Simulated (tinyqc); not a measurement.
Mesh: mean-field antiferromagnet of the Hubbard model on the simple cubic lattice.

e(k) = -2 t (cx + cy + cz) - 4 t2 (cx cy + cy cz + cz cx), ci = cos ki; one electron a site; Q = (pi, pi, pi). <n_up - n_dn> = m cos(Q.R) gives Delta = U m/2 and bands E = e+ -/+ sqrt(e-^2 + Delta^2), e+- = (e(k) +- e(k + Q))/2 (the constant U/2 is dropped). Means run over the mesh k_i = 2 pi (j + 1/2)/N of the whole zone: mu from mean(f(E-) + f(E+)) = 1; m(out) = mean of Delta (f(E-) - f(E+))/sqrt(e-^2 + Delta^2); free energy per site F = -kT mean[ln(1 + exp(-(E- - mu)/kT)) + ln(1 + exp(-(E+ - mu)/kT))] + mu + U m^2/4.

Constants: kB = 8.617333262e-05 eV/K.

Parameters, chosen for this exercise:
- t = 0.21 eV (nearest hopping)
- t2 = 0 eV (second hopping)
- U = 2.29 eV (on-site repulsion)
- T = 300 K

Start m = 0.9, at most 400 steps.

Results:
```
N        m  Delta (eV)
4   0.9115      1.0437
6   0.9126      1.0449
8   0.9126      1.0449
12  0.9126      1.0449
16  0.9126      1.0449
```

What does the comparison show?

m spans 0.9115 to 0.9126; it stays within 0.002 of the last value from N = 4 on. The level spacing across the Fermi surface, about 4 pi t/N, should fall below the larger of Delta = 1.045 eV and kT, a rough rule that asks for N above about 2.5.

Computed by tinyqc, a small Python program: `OMP_NUM_THREADS=1 python tinyqc.py 1652703 1652704 out.jsonl` (the numbers bound the seed that draws the inputs); one thread of a shared host (Intel(R) Xeon(R) Processor @ 2.30GHz), about 0.09 s for the whole set of steps.
